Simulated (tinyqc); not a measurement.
Changing the thickness d_1: thermal boundary conductance by the acoustic and diffuse mismatch models. Computed by tinyqc, a small Python program. Command: `OMP_NUM_THREADS=1 python tinyqc.py 3010861 3010862 out.jsonl kapitza sweep`. One thread of a shared host (Intel(R) Xeon(R) Processor @ 2.30GHz), about 0.01 s of CPU time with the checks.

Each side has one longitudinal and two transverse Debye branches, omega = v q up to q_D = (6 pi^2 n)^(1/3), with n counting all atoms. Scattering at the interface is elastic. Electrons are left out of G, also for metals. Melting is ignored. G refers to the temperatures of the phonons sent towards the interface. Linear branches over all atoms overstate G at high T, most for crystals with several atoms a cell.

Inputs (values chosen for the exercise, modelled on silicon (side 1) and sapphire (side 2)):
```
quantity,value,unit
density rho_1,2.4,g/cm^3
longitudinal velocity vL_1,9230,m/s
transverse velocity vT_1,5170,m/s
atom density n_1,49.5,1/nm^3
conductivity kappa_1,151,W/(m K)
density rho_2,4.06,g/cm^3
longitudinal velocity vL_2,11000,m/s
transverse velocity vT_2,6290,m/s
atom density n_2,118,1/nm^3
conductivity kappa_2,34,W/(m K)
temperature T,300,K
thickness d_2,12,nm
heat flux J,17,kW/cm^2
```

Structure: superlattice.

Constants: hbar = 1.054571817e-34 J s; k_B = 1.380649e-23 J/K.

Method:
- omega_c = v q_D for each branch, given as hbar omega_c/k_B; impedance Z = rho v.
- No mode conversion. t(theta) = 4 Z_1 Z_2 cos(theta_1) cos(theta_2)/N^2, with N = Z_2 cos(theta_1) + Z_1 cos(theta_2) for L (the form for pressure waves) and N = Z_1 cos(theta_1) + Z_2 cos(theta_2) for both T branches (the form for shear waves polarised along the interface); sin(theta_2) = (v_2/v_1) sin(theta_1), and t = 0 beyond the critical angle arcsin(v_1/v_2); the mean over the incoming flux is alpha = 2 int t sin(theta_1) cos(theta_1) d theta_1 (64 Gauss-Legendre points).
- G = (k_B^4 T^3/(8 pi^2 hbar^3)) int W(x) x^4 e^x/(e^x - 1)^2 dx, x = hbar omega/(k_B T). Acoustic mismatch: W = sum over the three branches of alpha(1 to 2)/v_1^2, each up to the lower of its two cut-offs. Diffuse mismatch: W = S_1 S_2/(S_1 + S_2), where S_i sums 1/v^2 over the branches of side i still below their cut-off. Radiation limit: W = min(S_1, S_2). The integral is split at the four cut-offs (64 Gauss-Legendre points a piece, x at most 45).
- Boundary resistance R = 1/G and Kapitza length kappa_2/G use the diffuse value.
- kappa_eff = (d_1 + d_2)/(d_1/kappa_1 + d_2/kappa_2 + 2 R), two interfaces a period, with bulk conductivities in the layers; the gradient is J/kappa_eff.

One run for each value:
```
thickness d_1 (nm),kappa_eff (W/(m K)),interface share of the resistance,kappa_eff without interfaces (W/(m K))
3,7.5,0.8146,40.2
7.1,9.4,0.8037,47.8
17,13.8,0.7786,62.3
95,40.8,0.6251,109.0
220,67.3,0.4750,128.2
530,98.5,0.2977,140.3
1300,123.8,0.1545,146.4
3000,137.8,0.0749,149.0
```

Give the missing row, thickness d_1 (nm) = 40.

Computed row:
```
thickness d_1 (nm)  kappa_eff (W/(m K))  interface share of the resistance  kappa_eff without interfaces (W/(m K))
40                                 23.1                             0.7261                                    84.2
```

Interpolating between the two neighbouring rows (the first column on a logarithmic scale, the others too where they are positive) misses most in interface share of the resistance, by 3.9 %. Over the rows, kappa_eff (W/(m K)) rises from 7.46 to 138 (exponent d ln y / d ln x 0.26 between the first rows and 0.13 between the last); interface share of the resistance falls from 0.815 to 0.0749 (exponent d ln y / d ln x -0.016 between the first rows and -0.87 between the last); kappa_eff without interfaces (W/(m K)) rises from 40.2 to 149 (exponent d ln y / d ln x 0.20 between the first rows and 0.021 between the last). For thick layers 1 kappa_eff tends to kappa_1 = 151 W/(m K).

Caution (all rows): at this temperature short waves carry the heat; linear branches up to q_D overstate their velocity, and inelastic processes, left out here, grow with T. Caution (rows 3.00, 7.10, 17.0, 40.0, 95.0, 220): R from emitted-phonon temperatures is too large for use in series with Fourier layers, by up to a factor of about 2. Caution (all rows): layers this thin are often below the phonon free path, where bulk conductivities and independent interfaces no longer hold.
